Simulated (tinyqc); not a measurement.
## Charge needed for a dipole step

Two sheets of opposite charge dd apart with permittivity ei give the step D = q N dd/(eps0 ei).

Parameters, values chosen for the exercise: relative permittivity inside the dipole layer ei = 9.4; thickness of the dipole layer dd = 0.25 nm.

Constants: q = 1.602176634e-19 C, eps0 = 8.8541878128e-14 F/cm where lengths are in cm. Results are converted to the units shown.

Charge needed for a dipole step:
```
N (cm^-2)	D (V)	field (MV/cm)	moment (debye/nm^2, 1 D = 3.33564e-30 C m)
1e12	0.0048125	0.19250	0.12008
2.7e12	0.012994	0.51975	0.32422
6.8e12	0.032725	1.3090	0.81655
1.7e13	0.081813	3.2725	2.0414
4.5e13	0.21656	8.6626	5.4036
1.1e14	0.52938	21.175	13.209
2.9e14	1.3956	55.825	34.823
```

What does the table show?

D is proportional to N, 0.1 V for 2.08e13 cm^-2. The same sheet as an uncompensated charge under 1 nm of a dielectric of permittivity 3.9 would shift the flat band by 0.964 V, and that shift would grow with thickness, which a dipole step does not. For N = 1.1e14, 2.9e14 the field exceeds 20 MV/cm; it acts over one bond length, where the sheet picture is only a bookkeeping device.

Numbers from tinyqc (`OMP_NUM_THREADS=1 python tinyqc.py 2410073 2410074 out.jsonl`; about 0.01 s on one thread of a shared Intel Xeon 2.30GHz).
